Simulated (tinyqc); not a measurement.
Hot electrons in a saturated n-channel MOSFET, lucky-electron model: one step of the calculation.

Beyond pinch-off the lateral field grows as Esat cosh(y/l) over the velocity-saturated region (pseudo-two-dimensional model). Impact ionisation in this region gives the substrate current, which biases the body forward through Rsub. Currents are per width. Local-field laws: they overstate ionisation when the field peak is narrower than an energy relaxation length.

Task. Length and field scales. Cox = 3.9 eps0/tox, l = sqrt(3 tox xj), Esat = 2 vs/mu.

Parameters, values chosen for the exercise; values close to those of silicon n-channel devices: channel length L = 0.25 um; oxide thickness tox = 5.9 nm; junction depth xj = 88 nm; effective mobility mu = 260 cm^2/(V s); saturation velocity vs = 9.3e6 cm/s.

Constants: eps0 = 8.8541878128e-14 F/cm where lengths are in cm. Results are converted to the units shown.

Find: Cox; l; Esat; Esat L.

Result.

Cox = 0.58528 uF/cm^2
l = 39.466 nm
Esat = 0.071538 MV/cm
Esat L = 1.7885 V

Numbers from tinyqc (`OMP_NUM_THREADS=1 python tinyqc.py 2550022 2550023 out.jsonl`; about 0.01 s on one thread of a shared Intel Xeon 2.30GHz).
